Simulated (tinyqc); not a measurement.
Five-frequency model of solute diffusion by vacancies in an fcc metal: one step, computed by the program tinyqc. Command: `OMP_NUM_THREADS=1 python tinyqc.py 3027090 3027091 out.jsonl fivefreq walk`. One thread of a shared host (Intel(R) Xeon(R) Processor @ 2.30GHz), about 0.05 s of CPU time with the checks.

A vacancy next to the solute exchanges with it (w2), jumps to one of 4 sites that also neighbour the solute (w1) or to one of 7 that do not (w3); w4 is the reverse of w3 and w0 the host jump.

Task: Diffusivities. c_v = exp(S_f - E_f/(k_B T)); host D0 = a^2 c_v w0 x 0.7815; solute D2 = a^2 c_v exp(E_b/(k_B T)) w2 f2; 1 angstrom^2 = 1e-16 cm^2.

Inputs (values chosen for the exercise, for a model solute in a host close to silver):
```
quantity                                      value      unit
binding energy E_b (positive for attraction)  0.012        eV
vacancy formation energy E_f                   1.15        eV
formation entropy S_f                             1       k_B
lattice constant a                             4.09  angstrom
temperature T                                   639         K
```

rates (1/s): w0 6.703491e+07, w1 3288992, w2 4729360, w3 7.208566e+07, w4 8.963810e+07

correlation factor f2 = 0.9739494

Constants: k_B = 8.617333262e-05 eV/K.

Give: vacancy fraction c_v; host diffusivity D0; solute diffusivity D2; ratio D2/D0.

Result:

vacancy fraction c_v = 2.3135e-09

host diffusivity D0 = 2.0274e-16 cm^2/s

solute diffusivity D2 = 2.2167e-17 cm^2/s

ratio D2/D0 = 0.10933

The ratio splits into binding 1.24, exchange rate 0.0706 and correlation 1.25.
